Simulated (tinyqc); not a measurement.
Energy and delay of logic against supply voltage: one step of the calculation.

One expression serves below and above threshold: I(Vg) = Ik [ln(1 + exp((Vg - VT + dd V)/(al nf Vt)))]^al, with I_on = I(V) and I_off = I(0). Gate delay td = kd C V/I_on, clock period LD td. Per gate and cycle the switching energy is act C V^2 and the leakage energy I_off V LD td. No short-circuit current, no variation. Minima are sought above 0.09 V; below a few Vt gates no longer switch and the model has no meaning.

Question. Currents, delay and energies. I_on, I_off, td, clock frequency 1/(LD td), both energies and their sum.

Parameters, values chosen for the exercise; values of the order met in logic technologies: temperature T = 250 K; threshold voltage at zero drain bias VT = 0.19 V; slope factor nf = 1.07; barrier lowering per volt of supply dd = 0.06; specific current of a gate Ik = 0.85 uA; exponent of the current law al = 1.43; load capacitance of a gate C = 0.39 fF; delay factor kd = 0.7; logic depth LD = 60; activity factor act = 0.05; supply voltage V = 0.44 V.

Constants: q = 1.602176634e-19 C, kB = 1.380649e-23 J/K, Vt = kB T/q. Results are converted to the units shown.

Find: I_on; I_off; td; clock frequency; switching energy; leakage energy; energy.

Answer.

I_on = 17.78 uA
I_off = 0.6998 nA
td = 6.754 ps
clock frequency = 2.468 GHz
switching energy = 3.775 aJ
leakage energy = 0.1248 aJ
energy = 3.900 aJ

I_on/I_off = 25400; leakage makes up 3.20 % of the energy.

Numbers from tinyqc (`OMP_NUM_THREADS=1 python tinyqc.py 2082140 2082141 out.jsonl`; about 0.01 s on one thread of a shared Intel Xeon 2.30GHz).
